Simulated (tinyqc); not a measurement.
# Ellipsometry and reflectance of a transparent film on an absorbing substrate: two studies

Air (index 1), film, substrate with N2 = n2 - i k2; time factor exp(+i w t). q_j = sqrt(N_j^2 - sin^2 th), root with positive real part. Fresnel coefficients r_s = (q_a - q_b)/(q_a + q_b), r_p = (N_b^2 q_a - N_a^2 q_b)/(N_b^2 q_a + N_a^2 q_b). tan(Psi) exp(i Delta) = R_p/R_s, Delta taken from 0 to 360 degrees.

Inputs (values chosen for the exercise); indices close to those of photoresist on silicon:
```
symbol,value,unit,meaning
lam,405,nm,wavelength
th,60,degrees,angle of incidence
n1,1.627,,index of the transparent film
d,53,nm,film thickness
n2,5.42,,index of the substrate
k2,0.329,,extinction coefficient of the substrate
```

Each table varies one quantity; the others keep the values above.

## Psi and Delta against the film thickness

beta = 2 pi d q1/lam, X = exp(-2 i beta), R = (r01 + r12 X)/(1 + r01 r12 X) for p and s. The last column is the derivative of Delta.

Psi and Delta against the film thickness:
```
d (nm)  Psi (degrees)  Delta (degrees)  |R_p|^2  |R_s|^2  dDelta/dd (degrees/nm)
0               29.40            177.8   0.2186   0.6884                  -1.740
17              30.23            149.1   0.2229   0.6563                  -1.606
33              32.83            126.0   0.2319   0.5570                  -1.219
50              40.35            112.2   0.2420   0.3354                 -0.2654
67              63.96            134.2   0.2477  0.05913                   4.827
83              55.29            239.1   0.2466   0.1183                   1.994
100             37.42            244.3   0.2392   0.4087                 -0.6214
117             31.81            226.5   0.2287   0.5943                  -1.365
133             29.84            201.9   0.2209   0.6711                  -1.668
150             29.44            172.7   0.2188   0.6871                  -1.734
```

Psi goes from 29.4 through a maximum of 64.0 (at d = 67 nm among the rows listed) to 29.4 degrees. The period is 147.0 nm, after which Psi and Delta return to the values of the bare substrate, so one angle and wavelength fix d only up to a multiple of it. The size of the slope of Delta runs from 0.265 to 4.83 degrees/nm among the rows; Delta is counted modulo 360 degrees, and sharper features can lie between the rows.

## Effect of the angle of incidence

Same model as above.

dDelta/dd is the derivative of Delta; period lam/(2 q1).

Results:
```
th (degrees)  Psi (degrees)  Delta (degrees)  |R_p|^2  |R_s|^2  dDelta/dd (degrees/nm)  period (nm)
50                   44.228           137.59  0.20462  0.21596                 0.27497       141.08
55                   43.552           125.65  0.22088  0.24438                 0.15705       144.05
60                   42.843           111.81  0.24344  0.28305                0.038038       147.02
65                   42.246           96.135  0.27664  0.33539               -0.055672       149.87
70                   41.933           78.796  0.32750  0.40586                -0.10575       152.46
80                   42.666           40.503  0.53090  0.62495               -0.083267       156.36
85                   43.709           20.362  0.72061  0.78860               -0.042827       157.42
```

Estimate the missing row, th = 75 degrees.

Computed row:
```
th (degrees)  Psi (degrees)  Delta (degrees)  |R_p|^2  |R_s|^2  dDelta/dd (degrees/nm)  period (nm)
75                   42.053           60.114  0.40694  0.50007                -0.11033       154.67
```

With this row back in the table: Psi goes from 44.2 through a minimum of 41.9 (at th = 70 among the rows listed) to 43.7 degrees and |R_p|^2 rises from 0.205 to 0.721. The slope of Delta is largest in size, 0.275 degrees/nm, at th = 50 among the rows. The bare substrate has its smallest |R_p| near arctan(n2) = 79.5 degrees.

Program tinyqc, `OMP_NUM_THREADS=1 python tinyqc.py 2870194 2870195 out.jsonl`; Intel Xeon 2.30GHz, shared host, one thread, about 0.6 s.
